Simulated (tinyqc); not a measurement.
Trap density from two Hall measurements.

Problem. p-type body, charge-sheet picture, full ionisation (an idealisation for deep acceptors), Boltzmann statistics for free electrons. e = Ec - EF at the surface. psi = Eg - Vt ln(Nv/Na) - e; N_dep = sqrt(2 eps0 eps_r Na (psi - Vt)/q); n_f = sqrt(N_dep^2 + 2 eps0 eps_r Vt Nc exp(-e/Vt)/q) - N_dep; Vg = Vfb + psi + q (N_dep + n_t + n_f)/Cox, Cox = eps0 eox/tox. Find e and n_t at both points and the mean trap density between them.

Values chosen for this exercise; band and dielectric values close to those of 4H silicon carbide:
- T = 300 K (temperature)
- Eg = 3.29 eV (band gap)
- eps_r = 9.56 (relative permittivity)
- Nc = 1.72e19 cm^-3 (conduction-band density of states at T)
- Nv = 2.52e19 cm^-3 (valence-band density of states at T)
- eox = 3.9 (relative permittivity of the insulator)
- tox = 32 nm (insulator thickness)
- Na = 7.2e16 cm^-3 (acceptor density)
- Vfb = -2.76 V (flat-band voltage without trapped charge)

Constants: q = 1.602176634e-19 C, kB = 1.380649e-23 J/K, Vt = kB T/q, eps0 = 8.8541878128e-14 F/cm where lengths are in cm. Results are converted to the units shown.

Vg (V): [2.9124999, 4.3593403]
free sheet density from the Hall effect (cm^-2): [1.4373263e10, 5.7285243e11]

Answer. Each n_f fixes e; what the gate voltage holds beyond psi, N_dep and n_f is trapped; the difference quotient is the density, smeared over a few Vt.

e (eV): [0.121, 0.0210]
n_t (cm^-2): [2.65e11, 5.89e11]
mean trap density = 3.24e12 cm^-2 eV^-1

Program tinyqc, `OMP_NUM_THREADS=1 python tinyqc.py 2222162 2222163 out.jsonl`; Intel Xeon 2.30GHz, shared host, one thread, about 0.02 s.
